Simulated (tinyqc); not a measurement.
# Charge pumping in an n-channel transistor: scanning the upper gap with the fall time

The gate is pulsed from accumulation to inversion and back. Energies E are counted from the intrinsic level; Dit(E) = D0 [1 + b (2 E/Eg)^2]. During each edge the traps near the bands emit their carriers, and those between Eh and Ee recombine once a cycle.

ni = sqrt(Nc Nv) exp(-Eg/(2 Vt)), Eg in volts; emission times te = (dV/Va) tf and th = (dV/Va) tr; Ee = -Vt ln(vth sn ni te), Eh = +Vt ln(vth sp ni th). Nit = integral of Dit from Eh to Ee = D0 [Ee - Eh + 4 b (Ee^3 - Eh^3)/(3 Eg^2)], Qcp = q A Nit, Icp = f Qcp.

Parameters, values chosen for the exercise; band and dielectric values close to those of silicon: temperature T = 300 K; band gap Eg = 1.13 eV; conduction-band density of states at 300 K Nc = 2.75e19 cm^-3; valence-band density of states at 300 K Nv = 2.67e19 cm^-3; gate area A = 0.66 um^2; trap density at midgap D0 = 2.8e10 cm^-2 eV^-1; rise of the trap density towards the band edges b = 0; cross-section for electrons sn = 3.1e-15 cm^2; cross-section for holes sp = 1.7e-16 cm^2; thermal velocity at 300 K, one nominal value for electrons and holes vth = 1.1e7 cm/s; Vth - Vfb dV = 0.7 V; pulse height Va = 3.1 V; frequency f = 59000 Hz; rise time tr = 270 ns.

Constants: q = 1.602176634e-19 C, kB = 1.380649e-23 J/K, Vt = kB T/q. Results are converted to the units shown.

The same in every row: Eh (eV) = -0.35726.

Result of one run:
```
tf (ns)  Ee (eV)  Nit (cm^-2)  Icp (pA)
1800     0.23316    1.6532e10    1.0314
```

What becomes of these results when the fall time tf is changed from 1800 to 47 ns, all else the same?

Result of the changed run:
```
tf (ns)  Ee (eV)  Nit (cm^-2)  Icp (pA)
47       0.32740    1.9170e10    1.1960
```

The whole series:
```
tf (ns)  Ee (eV)  Nit (cm^-2)  Icp (pA)
1.2      0.42222    2.1825e10    1.3617
4.2      0.38983    2.0919e10    1.3051
14       0.35871    2.0047e10    1.2507
47       0.32740    1.9170e10    1.1960
160      0.29573    1.8284e10    1.1407
540      0.26428    1.7403e10    1.0858
1800     0.23316    1.6532e10    1.0314
6100     0.20161    1.5648e10   0.97628
```

Ee falls from 0.422 to 0.202 eV, by Vt ln 10 a decade, and Icp falls from 1.36 to 0.976 pA. The slope -dNit/d(ln tf)/Vt gives Dit = 2.80e10 cm^-2 eV^-1 near E = 0.406 eV and 2.80e10 near 0.217 eV: constant, as the profile is flat.

Range of the model: The Fermi levels of inversion and accumulation are taken to lie beyond Ee and Eh, the flat tops to fill all traps, and no geometric current is added.

Numbers from tinyqc (`OMP_NUM_THREADS=1 python tinyqc.py 2030014 2030015 out.jsonl`; about 0.01 s on one thread of a shared Intel Xeon 2.30GHz).
